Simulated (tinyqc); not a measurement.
Growth mode over temperature: epitaxial growth on a vicinal surface: Burton-Cabrera-Frank step flow, step-edge barrier and island nucleation. Computed by tinyqc, a small Python program. Command: `OMP_NUM_THREADS=1 python tinyqc.py 3001564 3001565 out.jsonl stepflow walk`. One thread of a shared host (Intel(R) Xeon(R) Processor @ 2.30GHz), about 0.03 s of CPU time with the checks.

Adatoms land at rate F, hop on a square grid (a simplification for hexagonal faces), desorb, or join steps. Lengths are in units of a and n is the adatom coverage. Steps ascend at x = 0 and descend at x = l.

Inputs (values chosen for the exercise, close to those used for GaN(0001)): site spacing a = 3.19 angstrom; step height h = 2.59 angstrom; diffusion barrier E_d = 1.35 eV; desorption energy E_a = 2.86 eV; adatom formation energy E_f = 1.14 eV; step-edge barrier E_s = 0.035 eV; attempt frequency nu = 5 THz; deposition rate F = 0.039 layers/s; miscut angle = 0.3 degrees; temperature T = 900 C; critical nucleus size i = 1.

Constants: k_B = 8.617333262e-05 eV/K.

Method:
- D = nu exp(-E_d/(k_B T)) (a^2/s, nu counted per direction); tau = exp(E_a/(k_B T))/nu; x_s = sqrt(D tau); n_eq = exp(-E_f/(k_B T)); terrace width l = h/(a tan(miscut)); Schwoebel length l_s = exp(E_s/(k_B T)) - 1.
- D n'' - n/tau + F = 0 with n(0) = n_eq and -l_s n'(l) = n(l) - n_eq. With u = n - F tau, A = n_eq - F tau, y = l/x_s, s = l_s/x_s: u = A cosh(x/x_s) + B sinh(x/x_s), B = A (1 - cosh y - s sinh y)/(sinh y + s cosh y). Flux into the ascending step J+ = D B/x_s, over the descending one J- = -(D/x_s)(A sinh y + B cosh y); step velocity J+ + J-; growth rate (J+ + J-)/l. For small y: J+ + J- = (F - n_eq/tau) l, J-/J+ = l/(l + 2 l_s).
- Island density on a flat surface without desorption: N = 0.25 (F/D)^(i/(i+2)) exp(E_i/((i+2) k_B T)) per site, with E_i = 0 for i = 1; spacing l_n = N^(-1/2). Step flow needs an effective width l_eff = 2 x(peak) below l_n.
- Temperatures in kelvin are T(C) + 273.15.
- x(peak) solves tanh(x/x_s) = -B/A. Rows where evaporation outweighs deposition are left out.

Scales:
```
T (C)  x_s (a)  l_s (a)  incorporated share  l_n (a)  l_eff/l_n
700     8128.6  0.51796             0.99997   30.698     5.0680
750     5235.3  0.48731             0.99992   34.999     4.4444
800     3512.9  0.46005             0.99982   39.418     3.9455
850     2442.4  0.43566             0.99952   43.927     3.5399
900     1751.6  0.41370             0.99850   48.502     3.2055
950     1290.8  0.39384             0.99456   53.122     2.9264
1000     974.3  0.37578             0.97913   57.767     2.6907
1050     751.2  0.35929             0.92220   62.422     2.4898
1100     590.2  0.34418             0.72850   67.073     2.3170
```

What follows from these numbers?

The ratio stays above 1: islands in every row. Incorporation goes from 100.0 % to 72.8 %, as n_eq rises towards F tau or x_s falls below the terrace width: the window for smooth growth closes from above.

Extremes, crossings and ranges named in words are read from the listed rows.
